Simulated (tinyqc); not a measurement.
Finite square well with mass mismatch (envelope functions): one step. Mass in the plane and density of states. Three cases, with inputs chosen for the exercise.

Problem. To first order in the in-plane energy, 1/m_par = (1 - Pb)/mw + Pb/mb for each subband. Each adds a step D = m_par/(2 pi c) to the density of states per area (spin included, one valley); 1/angstrom^2 = 1e16/cm^2.

Constants: hbar^2/2m0 = 3.80998211 eV angstrom^2.

Case 1.

Values chosen (out of a larger set: near those of the heavy valleys of a Si film in SiO2; not measured data): mw = 0.917 m0 (mass in the well); mb = 0.494 m0 (mass in the barrier).

Levels:

| n | parity | E (eV) | k (1/angstrom) | kappa (1/angstrom) | Pb |
|---|---|---|---|---|---|
| 1 | even | 0.253687 | 0.2470997 | 0.6192281 | 0.011141 |
| 2 | odd | 0.990733 | 0.4883167 | 0.5365431 | 0.054148 |
| 3 | even | 2.109646 | 0.7125708 | 0.3778901 | 0.178108 |
| 4 | odd | 3.190945 | 0.8763607 | 0.0509931 | 0.775182 |

Case 2.

Values chosen (out of a larger set: near those of the heavy valleys of a Si film in SiO2; not measured data): mw = 0.941 m0 (mass in the well); mb = 0.503 m0 (mass in the barrier).

Levels:

| n | parity | E (eV) | k (1/angstrom) | kappa (1/angstrom) | Pb |
|---|---|---|---|---|---|
| 1 | even | 0.028164 | 0.0834029 | 0.6400324 | 0.000400 |
| 2 | odd | 0.112568 | 0.1667405 | 0.6312672 | 0.001642 |
| 3 | even | 0.252936 | 0.2499416 | 0.6164144 | 0.003851 |
| 4 | odd | 0.448764 | 0.3329220 | 0.5950740 | 0.007275 |
| 5 | even | 0.699248 | 0.4155747 | 0.5666073 | 0.012341 |
| 6 | odd | 1.003135 | 0.4977521 | 0.5300228 | 0.019794 |

Case 3.

Values chosen (out of a larger set: near those of a GaAs well in AlGaAs; not measured data): mw = 0.0676 m0 (mass in the well); mb = 0.0836 m0 (mass in the barrier).

Levels:

| n | parity | E (eV) | k (1/angstrom) | kappa (1/angstrom) | Pb |
|---|---|---|---|---|---|
| 1 | even | 0.011312 | 0.0141671 | 0.0575017 | 0.013291 |
| 2 | odd | 0.044852 | 0.0282100 | 0.0507001 | 0.056142 |
| 3 | even | 0.098677 | 0.0418427 | 0.0372754 | 0.148427 |
| 4 | odd | 0.160416 | 0.0533501 | 0.0058957 | 0.647363 |

Give: Subbands.

Solution.

Case 1.

Subbands:

| n | m_par (m0) | D (1e13/(eV cm^2)) |
|---|---|---|
| 1 | 0.9083 | 37.944 |
| 2 | 0.8764 | 36.609 |
| 3 | 0.7957 | 33.237 |
| 4 | 0.5512 | 23.024 |

The mass is taken as isotropic here; the valleys of Si are not, and in the plane they have mt, about 0.19 m0, so their real steps are about five times smaller.

Case 2.

Subbands:

| n | m_par (m0) | D (1e13/(eV cm^2)) |
|---|---|---|
| 1 | 0.9407 | 39.295 |
| 2 | 0.9397 | 39.252 |
| 3 | 0.9379 | 39.177 |
| 4 | 0.9351 | 39.061 |
| 5 | 0.9310 | 38.891 |
| 6 | 0.9251 | 38.642 |

The mass is taken as isotropic here; the valleys of Si are not, and in the plane they have mt, about 0.19 m0, so their real steps are about five times smaller.

Case 3.

Subbands:

| n | m_par (m0) | D (1e13/(eV cm^2)) |
|---|---|---|
| 1 | 0.0678 | 2.831 |
| 2 | 0.0683 | 2.855 |
| 3 | 0.0696 | 2.906 |
| 4 | 0.0772 | 3.223 |

Computed by tinyqc, one run a case: `OMP_NUM_THREADS=1 python tinyqc.py N N+1 out.jsonl` with N = 1251657, 1251743, 1251772; one thread of a shared Intel(R) Xeon(R) Processor @ 2.30GHz, about 0.01 s a run at most.
